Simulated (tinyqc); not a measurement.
Worked calculation: LDA (VWN5) atom on a uniform radial grid, spin-unpolarised, for Be(2+). Computed by tinyqc, a small Python program that keeps every step. Settings: Z = 4, points = 256, R = 4.0, functional = lda,vwn, mixing = 0.6, iteration cap = 82. Command: `OMP_NUM_THREADS=1 python tinyqc.py 27689 27690 out.jsonl` (the two numbers bound the seeds that draw the settings). One thread of a shared host (Intel(R) Xeon(R) Processor @ 2.60GHz), about 0.2 s of CPU time with the checks. Later iterations appear only in the table of the cycle.

## Iteration 1

Spherical atom on a uniform radial grid r_j = j h with h = R/(N + 1), h sum u^2 = 1 and integrals as h times sums, u(0) = u(R) = 0 (atomic units):
```
parameter,value
Z,4
points N,256
R,4.000000
h,0.015564
mixing,0.600000
electrons in 1s,2
```

Three-point differences turn -u''/2 + [l(l+1)/2r^2 - Z/r + V] u = e u into a tridiagonal matrix (diagonal 1/h^2 + potential, off-diagonal -1/2h^2). D = sum f u^2; the Hartree potential y/r solves y'' = -D/r with y(0) = 0, y(R) = N_e; v_xc comes from rho = D/(4 pi r^2); E = sum f e - int D V + int D (V_H/2 + eps_xc); V(new) = V + mixing (V_H + v_xc - V).

eigenvalues (hartree): 1s -7.992263

Every 16th grid point:
```
r,V in,u(1s),D,V_H,v_xc
0.249027,0.000000,1.471029,4.327851,5.844007,-1.839117
0.498054,0.000000,1.087240,2.364183,3.791812,-0.975587
0.747082,0.000000,0.602686,0.726461,2.649927,-0.523554
0.996109,0.000000,0.296964,0.176376,2.004337,-0.284416
1.245136,0.000000,0.137179,0.037636,1.605794,-0.156095
1.494163,0.000000,0.060834,0.007401,1.338481,-0.086137
1.743191,0.000000,0.026228,0.001376,1.147313,-0.047489
1.992218,0.000000,0.011077,0.000245,1.003905,-0.026007
2.241245,0.000000,0.004605,0.000042,0.892361,-0.014100
2.490272,0.000000,0.001891,0.000007,0.803125,-0.007562
2.739300,0.000000,0.000769,1.18e-06,0.730114,-0.004015
2.988327,0.000000,0.000310,1.92e-07,0.669271,-0.002115
3.237354,0.000000,0.000124,3.06e-08,0.617788,-0.001105
3.486381,0.000000,0.000048,4.66e-09,0.573661,-0.000569
3.735409,0.000000,0.000017,5.67e-10,0.535417,-0.000272
3.984436,0.000000,8.46e-07,0,0.501953,-0.000036
```

total energy = -13.28554927 hartree

## Iteration 2

As before.

eigenvalues (hartree): 1s -5.930625

Every 16th grid point:
```
r,V in,u(1s),D,V_H,v_xc
0.249027,2.402934,1.413390,3.995343,5.616786,-1.792530
0.498054,1.689735,1.108754,2.458670,3.728177,-0.987733
0.747082,1.275824,0.666493,0.888427,2.635361,-0.557242
0.996109,1.031952,0.360271,0.259591,2.001315,-0.319894
1.245136,0.869820,0.183914,0.067649,1.605201,-0.186110
1.494163,0.751406,0.090608,0.016420,1.338369,-0.109248
1.743191,0.659895,0.043578,0.003798,1.147292,-0.064373
1.992218,0.586739,0.020599,0.000849,1.003901,-0.037888
2.241245,0.526957,0.009610,0.000185,0.892360,-0.022190
2.490272,0.477338,0.004438,0.000039,0.803125,-0.012907
2.739300,0.435659,0.002033,0.000008,0.730114,-0.007452
2.988327,0.400294,0.000924,1.71e-06,0.669271,-0.004272
3.237354,0.370010,0.000415,3.45e-07,0.617788,-0.002428
3.486381,0.343855,0.000182,6.60e-08,0.573661,-0.001353
3.735409,0.321087,0.000069,9.58e-09,0.535417,-0.000688
3.984436,0.301150,3.62e-06,2.62e-11,0.501953,-0.000094
```

total energy = -13.41216816 hartree

## Iteration 3

As before.

eigenvalues (hartree): 1s -5.204515

Every 16th grid point:
```
r,V in,u(1s),D,V_H,v_xc
0.249027,3.255727,1.391283,3.871338,5.529884,-1.774490
0.498054,2.320160,1.113222,2.478525,3.701001,-0.990245
0.747082,1.757201,0.688607,0.948359,2.628293,-0.568643
0.996109,1.421633,0.384991,0.296436,1.999638,-0.333104
1.245136,1.199383,0.203922,0.083168,1.604824,-0.198032
1.494163,1.038035,0.104475,0.021830,1.338287,-0.118940
1.743191,0.913709,0.052342,0.005479,1.147275,-0.071822
1.992218,0.814304,0.025808,0.001332,1.003898,-0.043402
2.241245,0.732885,0.012575,0.000316,0.892360,-0.026151
2.490272,0.665066,0.006070,0.000074,0.803125,-0.015674
2.739300,0.607860,0.002908,0.000017,0.730114,-0.009337
2.988327,0.559117,0.001383,3.83e-06,0.669271,-0.005526
3.237354,0.517220,0.000651,8.46e-07,0.617788,-0.003241
3.486381,0.480927,0.000296,1.76e-07,0.573661,-0.001860
3.735409,0.449272,0.000117,2.72e-08,0.535417,-0.000969
3.984436,0.421576,0.000006,7.63e-11,0.501953,-0.000134
```

total energy = -13.42817413 hartree

## Convergence

Stop when input and output potentials agree to 1e-7.

Course of the cycle (hartree):
```
iteration,E,e(1s),largest |V(out) - V(in)|
1,-13.28554927,-7.992263,4.76e+00
2,-13.41216816,-5.930625,1.60e+00
3,-13.42817413,-5.204515,5.30e-01
4,-13.42990566,-4.946792,1.80e-01
5,-13.43008325,-4.854188,6.34e-02
6,-13.43010156,-4.820439,2.31e-02
7,-13.43010352,-4.807967,8.65e-03
8,-13.43010375,-4.803299,3.29e-03
9,-13.43010377,-4.801532,1.27e-03
10,-13.43010378,-4.800858,4.92e-04
11,-13.43010378,-4.800598,1.92e-04
12,-13.43010378,-4.800497,7.53e-05
13,-13.43010378,-4.800458,2.96e-05
14,-13.43010378,-4.800443,1.17e-05
15,-13.43010378,-4.800437,4.61e-06
16,-13.43010378,-4.800434,1.82e-06
17,-13.43010378,-4.800434,7.21e-07
18,-13.43010378,-4.800433,2.86e-07
19,-13.43010378,-4.800433,1.13e-07
20,-13.43010378,-4.800433,4.49e-08
```

Converged in 20 iterations. A uniform grid resolves the cusp poorly: for a bare nucleus this grid gives 1s at -7.99226 against -Z^2/2 = -8 hartree. Before convergence this energy mixes input and output and is not variational, so it may rise towards its limit.
